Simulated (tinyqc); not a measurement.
# Ferroelectric switching, Landau-Khalatnikov equation: two studies

One domain: rho dP/dt = E - (2 al P + 4 be P^3), with al = -3 sqrt(3) Ec/(4 Pr), be = 3 sqrt(3) Ec/(8 Pr^3), so that the static loop has remanence Pr and coercive field Ec. With P in uC/cm^2, E in kV/cm, rho in ohm m and t in ns, dP/dt = [E - 2 al P - 4 be P^3]/(100 rho).

Inputs (values chosen for the exercise); remanent polarisation and coercive field close to those of lead zirconate titanate films:
```
symbol  value     unit                        meaning
Pr         24  uC/cm^2          remanent polarisation
Ec         68    kV/cm          static coercive field
rho       2.2    ohm m  viscosity of the polarisation
Em        190    kV/cm                field amplitude
```

Each table varies one quantity; the others keep the values above.

## Coercive field against sweep rate

The field rises as E = 4 Em t/Tp (the first quarter of a triangular wave of period Tp) from P = -Pr; the dynamic coercive field Ed is E when P crosses zero.

Coercive field against sweep rate:
```
Tp (ns)	dE/dt (kV/(cm ns))	Ed (kV/cm)	Ed/Ec - 1
450	1.689	178.1	1.620
1000	0.7600	137.2	1.017
2200	0.3455	111.3	0.6366
4800	0.1583	94.97	0.3966
11000	0.06909	84.14	0.2374
24000	0.03167	77.87	0.1451
52000	0.01462	74.02	0.08848
1.1e5	0.006909	71.70	0.05448
2.5e5	0.003040	70.17	0.03187
```

As the period grows, Ed falls from 178 to 70.2 kV/cm, towards the static Ec = 68 kV/cm. The excess Ed/Ec - 1 goes as Tp^(-0.58) between the first two rows and as Tp^(-0.65) between the last two; slow passage through a saddle-node point gives -2/3.

## Switching time against field

In the constant field E = Em the time to go from -Pr to 0 is the integral of dP/(dP/dt); tau = 100 rho/(-4 al). Near Ec the bottleneck estimate is pi 100 rho/sqrt(c (Em - Ec)) with c = 12 be Pr/sqrt(3); for large fields the time tends to 100 rho Pr/Em.

Switching time against field:
```
Em (kV/cm)	Em/Ec	time (ns)	time/tau	bottleneck estimate (ns)	large-field limit (ns)
68.6	1.009	1162	77.73	1224	76.97
69.3	1.019	768.7	51.44	831.7	76.19
71	1.044	484.1	32.39	547.5	74.37
74.5	1.096	308.5	20.64	371.9	70.87
82.4	1.212	187.3	12.53	249.9	64.08
99.9	1.469	108.0	7.228	167.9	52.85
139	2.044	58.21	3.896	112.5	37.99
224	3.294	29.73	1.990	75.92	23.57
412	6.059	14.40	0.9636	51.13	12.82
```

What does the comparison show?

The switching time falls from 1160 to 14.4 ns. Against Em - Ec it goes with exponent -0.53 between the first two rows (-1/2 at a saddle-node bottleneck) and -0.92 between the last two. The bottleneck estimate is 5.4 % above the time in the first row, the large-field limit 11 % below it in the last.

Numbers from tinyqc (`OMP_NUM_THREADS=1 python tinyqc.py 2860060 2860061 out.jsonl`; about 0.08 s on one thread of a shared Intel Xeon 2.30GHz).
